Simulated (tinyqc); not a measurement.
CIS and TDHF on RHF in the sto-3g basis, for H2, spin multiplicity 1, step by step. One step of it, computed by the program tinyqc.

Task: CIS matrix, triplets. A(ia,jb) = (e_a - e_i) d_ij d_ab - (ij|ab).

orbital energies (hartree): MO1 -0.567537, MO2 0.643966

Two-electron integrals over orbitals (pq|rs), unique and non-zero (hartree):
```
(11|11) 0.669607   (21|21) 0.182733   (22|11) 0.659050   (22|22) 0.692718
```

Give: CIS matrix A, triplet.

Result:

CIS matrix A, triplet (hartree), order 1>2:
$$\begin{pmatrix}
0.5525
\end{pmatrix}$$
